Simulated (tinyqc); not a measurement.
A finite superlattice with mass mismatch, transfer matrices: one step of the calculation.

One electron of energy E comes from the left lead (band edge 0); no transverse momentum. Parabolic bands, masses in units of m0, C = hbar^2/(2 m0); psi and psi'/m are continuous at every interface. N periods of a barrier d1 followed by a well Lw; the right lead equals the left one.

Question. Product of the matrices. The matrix of the later layer stands to the left: M = M_n ... M_2 M_1; det M = 1.

M of layer 1:

|  | 1 | 2 |
|---|---|---|
| 1 | 1.5601487 | 0.10624856 |
| 2 | 13.497255 | 1.5601487 |

M of layer 2:

|  | 1 | 2 |
|---|---|---|
| 1 | -0.59977715 | 0.045935126 |
| 2 | -13.938513 | -0.59977715 |

Wanted: M of one period.

Answer.

M of one period:

|  | 1 | 2 |
|---|---|---|
| 1 | -0.31574 | 0.0079402 |
| 2 | -29.841 | -2.4167 |

Range of the model: Masses are held fixed, although real bands cease to be parabolic a few tenths of an eV from their edges (inside a barrier too).

Computed by the program tinyqc: `OMP_NUM_THREADS=1 python tinyqc.py 2560111 2560112 out.jsonl`, one thread of a shared Intel Xeon 2.30GHz, about 0.01 s for the whole run.
